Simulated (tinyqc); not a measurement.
# Inputs raised by 10 %, one at a time

Model: avalanche multiplication and breakdown of a junction from ionisation integrals. Computed by tinyqc, a small Python program. Command: `OMP_NUM_THREADS=1 python tinyqc.py 3013994 3013995 out.jsonl impact sens`. One thread of a shared host (Intel(R) Xeon(R) Processor @ 2.30GHz), about 0.04 s of CPU time with the checks.

Ionisation coefficients follow the local field. Position x runs through the depletion layer from the p side (x = 0), where electrons enter, to the n side (x = w), where holes enter. The built-in voltage is neglected.

Inputs (values chosen for the exercise, modelled on silicon):
```
quantity                                        value        unit
electron prefactor a_n                         675000        1/cm
electron field b_n                           1.26e+06        V/cm
hole prefactor a_p                           1.46e+06        1/cm
hole field b_p                               2.02e+06        V/cm
exponent c                                          1           -
permittivity eps                                 11.7           -
layer width W                                     8.3  micrometre
bias as a fraction of the breakdown voltage      0.66           -
```

Junction: p-i-n with uniform field.

Constants: e = 1.602176634e-19 C; eps_0 = 8.8541878128e-12 F/m.

Method:
- alpha_n = a_n exp(-(b_n/F)^c), alpha_p = a_p exp(-(b_p/F)^c).
- Uniform field F = F_m, w = W, V = F_m W.
- With Phi(x) = int_0^x (alpha_n - alpha_p) dx': 1 - 1/M_n = I_n = int_0^w alpha_n exp(-Phi) dx and M_p = M_n exp(-Phi(w)); trapezoid rule on 401 even points; breakdown at I_n = 1.
- Solve I_n(F_m) = 1.
- Bias V = fraction times the breakdown voltage.
- M_n = 1/(1 - I_n), M_p = M_n exp(-Phi(w)); McIntyre excess noise for the carrier with the larger M, F_x = k M + (1 - k)(2 - 1/M), with k = (smaller M - 1)/(larger M - 1).

Runs:
```
input moved                       from       to  breakdown voltage (V)  critical field F_m (MV/cm)  width at breakdown (micrometre)     M_n
base run                             -        -                 195.77                     0.23587                             8.30  1.1869
electron prefactor a_n (1/cm)   675000   742500                 193.76                     0.23345                             8.30  1.1892
electron field b_n (V/cm)      1260000  1386000                 206.58                     0.24890                             8.30  1.1294
hole prefactor a_p (1/cm)      1460000  1606000                 194.85                     0.23476                             8.30  1.1793
hole field b_p (V/cm)          2020000  2222000                 203.58                     0.24528                             8.30  1.2631
permittivity eps                  11.7    12.87                 195.77                     0.23587                             8.30  1.1869
layer width W (micrometre)         8.3     9.13                 212.17                     0.23238                             9.13  1.1817
```

Exponents ln(y'/y) / ln(x'/x):
```
input                   breakdown voltage  critical field F_m  width at breakdown     M_n
electron prefactor a_n             -0.108              -0.108                   0   0.020
electron field b_n                  0.564               0.564                   0  -0.521
hole prefactor a_p                 -0.050              -0.050                   0  -0.068
hole field b_p                      0.410               0.410                   0   0.652
permittivity eps                    0.000               0.000                   0   0.000
layer width W                       0.844              -0.156                   1  -0.047
```

Which inputs matter most for each result?

Among the inputs moved here: breakdown voltage answers most in size to layer width W (exponent +0.844), next to electron field b_n (+0.564); its exponent is below 0.0005 for permittivity eps. Its exponent +0.844 in layer width W: the W^(6/7) rule of p-i-n diodes. Critical field F_m answers most in size to electron field b_n (exponent +0.564), next to hole field b_p (+0.410); its exponent is below 0.0005 for permittivity eps. Width at breakdown answers most in size to layer width W (exponent +1.000); its exponent is below 0.0005 for electron prefactor a_n, electron field b_n, hole prefactor a_p, hole field b_p, permittivity eps. M_n answers most in size to hole field b_p (exponent +0.652), next to electron field b_n (-0.521); its exponent is below 0.0005 for permittivity eps.
